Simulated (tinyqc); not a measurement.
Hot electrons in a saturated n-channel MOSFET, lucky-electron model: two steps of the calculation.

Beyond pinch-off the lateral field grows as Esat cosh(y/l) over the velocity-saturated region (pseudo-two-dimensional model). Impact ionisation in this region gives the substrate current, which biases the body forward through Rsub. Currents are per width. Local-field laws: they overstate ionisation when the field peak is narrower than an energy relaxation length.

Values chosen for this exercise; values close to those of silicon n-channel devices:
- L = 0.35 um (channel length)
- tox = 7.7 nm (oxide thickness)
- xj = 140 nm (junction depth)
- VT = 0.76 V (threshold)
- mu = 250 cm^2/(V s) (effective mobility)
- vs = 9.5e6 cm/s (saturation velocity)
- Ai = 2e6 1/cm (ionisation prefactor)
- Bi = 1.64 MV/cm (ionisation field)
- Rd = 0 ohm um (resistance of the lightly doped drain)
- Rsub = 4100 ohm um (substrate resistance)
- kb = 0.4 (fall of VT per volt of forward body bias)
- Vd = 2.4 V (drain voltage)
- Vg = 1.6 V (gate voltage)

Constants: eps0 = 8.8541878128e-14 F/cm where lengths are in cm. Results are converted to the units shown.

Question 1. Length and field scales. Cox = 3.9 eps0/tox, l = sqrt(3 tox xj), Esat = 2 vs/mu.

Give: Cox; l; Esat; Esat L.

Answer 1.

Cox = 0.4485 uF/cm^2
l = 56.87 nm
Esat = 0.07600 MV/cm
Esat L = 2.660 V

Question 2. Body bias from the substrate current. Cox = 3.9 eps0/tox. Overdrive g = Vg - VT + kb Vb; Vdsat = g Esat L/(g + Esat L); Id = Cox vs (g - Vdsat); dV = Vd - Id Rd - Vdsat; Em = sqrt((dV/l)^2 + Esat^2); Isub = Id (Ai/Bi) l Em exp(-Bi/Em). Vb(new) = Rsub Isub.

Vb at the start = 0 V
l = 56.868269 nm
Esat = 0.076 MV/cm

Find: Vdsat; Id; dV; Em; Isub; Vb after iteration 1.

Answer 2.

Vdsat = 0.6384 V
Id = 85.89 uA/um
dV = 1.762 V
Em = 0.3190 MV/cm
Isub = 1.111 uA/um
Vb after iteration 1 = 0.004555 V

tinyqc, about 0.01 s, one thread, Intel Xeon 2.30GHz (shared host): `OMP_NUM_THREADS=1 python tinyqc.py 2550149 2550150 out.jsonl`
